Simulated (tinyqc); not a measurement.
What each parameter does: Landau levels of massive Dirac electrons in two valleys.

H = hv (tau kx sx + ky sy) + (D/2) sz. Conduction levels E_N = sqrt(D^2/4 + 2N hv^2/l^2) - D/2 from the band edge; N = 1, 2, ... occur in both valleys, N = 0 in one valley only (its partner in the other valley lies at the valence edge). Each state is twofold in spin; spin splittings are left out, although in real dichalcogenides the spin-orbit splitting exceeds the level spacing and changes the filling sequence.

In a field B along z: l = 1/sqrt((e/hbar) B) is the magnetic length, n_B = B/(h/e) the number of states per area in one level, hbar wc = 2 muB B/m for mass m in m0; 1/angstrom^2 = 1e16/cm^2.

Level 0 takes 2 n_B electrons and each higher level 4 n_B. At zero temperature and without broadening EF sits in the partly filled level.

Constants: e/hbar = 1.519267448e-05 1/(T angstrom^2); h/e = 413566.7697 T angstrom^2; muB = 5.788381798e-05 eV/T.

Inputs chosen for the exercise (near those of a MoS2 monolayer; the results hold for these values, not for the real material):

| symbol | value | unit | meaning |
|---|---|---|---|
| hv | 3.7 | eV angstrom | hbar v |
| D | 1.87 | eV | gap |
| B | 9.9 | T | magnetic field |
| n | 2.6 | x 1e11/cm^2 | electron sheet density |

The second and third levels from below, nu = n/n_B, and EF.

One parameter was then changed.

Results before and after:

| case | second level (meV) | third level (meV) | nu | EF (meV) |
|---|---|---|---|---|
| base | 2.20 | 4.39 | 1.09 | 0.00 |
| changed | 2.20 | 4.39 | 1.30 | 0.00 |

Which of these changes was made? (a) hv = 4.44 eV angstrom; (b) D = 1.59 eV; (c) n = 3.12 x 1e11/cm^2; (d) B = 8.42 T.

Answer: (c) n = 3.12 x 1e11/cm^2. Of the candidates, run in turn, only this one gives the changed row.

All candidates:

| case | second level (meV) | third level (meV) | nu | EF (meV) |
|---|---|---|---|---|
| base | 2.20 | 4.39 | 1.09 | 0.00 |
| B = 8.42 T | 1.87 | 3.74 | 1.28 | 0.00 |
| hv = 4.44 eV angstrom | 3.17 | 6.32 | 1.09 | 0.00 |
| D = 1.59 eV | 2.59 | 5.16 | 1.09 | 0.00 |
| n = 3.12 x 1e11/cm^2 | 2.20 | 4.39 | 1.30 | 0.00 |

Computed by tinyqc, a small Python program: `OMP_NUM_THREADS=1 python tinyqc.py 1280688 1280689 out.jsonl` (the numbers bound the seed that draws the inputs); one thread of a shared host (Intel(R) Xeon(R) Processor @ 2.30GHz), about 0.01 s for the whole set of steps.
